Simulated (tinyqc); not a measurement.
# Changing the pump speed S

Model: gas flow in a process chamber: flow regimes, conductance, effective pumping speed, pump-down, outgassing and purge. Computed by tinyqc, a small Python program. Command: `OMP_NUM_THREADS=1 python tinyqc.py 3120929 3120930 out.jsonl pump sweep`. One thread of a shared host (Intel(R) Xeon(R) Processor @ 2.30GHz), about 0.01 s of CPU time with the checks.

Ideal gas, isothermal flow, a pump of constant speed at the end of a round pipe; process gas, volume gas and outgassing are given the same properties. 1 sccm = 101325 Pa x 1e-6 m^3/60 s x T/273.15 K.

Inputs (values chosen for the exercise, modelled on water vapour near room temperature):
```
quantity                     value            unit
molar mass M                 18.02           g/mol
molecular diameter            0.46              nm
viscosity eta                  9.9   micropascal s
temperature T                  300               K
chamber volume V               270               L
wall area                     0.53             m^2
pipe diameter d                6.3              cm
pipe length l                   31              cm
process gas flow               210            sccm
outgassing rate after 1 h  4.4e-07  Pa m^3/(s m^2)
outgassing exponent n         0.92               -
target base pressure         5e-06              Pa
```

Constants: k_B = 1.380649e-23 J/K; u = 1.6605390666e-27 kg.

Method:
- Mean speed c = sqrt(8 k_B T/(pi m)); aperture conductance C_a = c pi d^2/16; molecular pipe C_m = C_a/(1 + 3 l/(4 d)) (Dushman form); viscous pipe C_v = pi d^4 p_mean/(128 eta l); Knudsen interpolation C = C_v + C_m (1 + x)/(1 + 1.24 x), x = d p_mean sqrt(m/(k_B T))/eta.
- Effective speed 1/S_eff = 1/S + 1/C_m; time constant V/S_eff; pressure at which the free path k_B T/(sqrt2 pi d_m^2 p) equals d.
- Steady flow: the pump inlet is at p_2 = Q/S, and the chamber pressure p_1 solves Q = C((p_1 + p_2)/2) (p_1 - p_2). Residence time = p_1 V/Q.
- Knudsen number = free path at the mean pressure over d.
- From the outgassing limit: t = 1 h x (q_1 A/(S_eff p_target))^(1/n) - 10 s; monolayer time at the target = 1e19 m^-2 x 4 k_B T/(p c) for unit sticking.

One run for each value:
```
pump speed S (L/s)  S_eff in molecular flow (L/s)  chamber pressure p_1 (Pa)  time to the target (h)
5                                           4.759                     77.939                  11.950
36                                         26.375                     11.086                   1.855
97                                         48.907                      4.639                   0.947
260                                        71.512                      2.641                   0.626
690                                        86.304                      2.125                   0.509
1900                                       93.774                      1.988                   0.465
5000                                       96.734                      1.950                   0.450
```

Give the missing row, pump speed S (L/s) = 13.

Computed row:
```
pump speed S (L/s)  S_eff in molecular flow (L/s)  chamber pressure p_1 (Pa)  time to the target (h)
13                                         11.486                     30.062                   4.584
```

Interpolating between the two neighbouring rows (the first column on a logarithmic scale, the others too where they are positive) misses most in time to the target (h), by 5.8 %. Over the rows, S_eff in molecular flow (L/s) rises from 4.76 to 96.7 (exponent d ln y / d ln x 0.92 between the first rows and 0.032 between the last); chamber pressure p_1 (Pa) falls from 77.9 to 1.95 (exponent d ln y / d ln x -1.00 between the first rows and -0.020 between the last); time to the target (h) falls from 11.9 to 0.450 (exponent d ln y / d ln x -1.0 between the first rows and -0.035 between the last). At the high end the exponent of S_eff in molecular flow is 0.03, close to 0: the pipe limits.

Caution (rows 690, 1900, 5000): S over the pipe area exceeds 0.3 of the mean molecular speed: the pipe end cannot pass this speed without choking, so p_2 = Q/S and the conductance formulas are only formal.
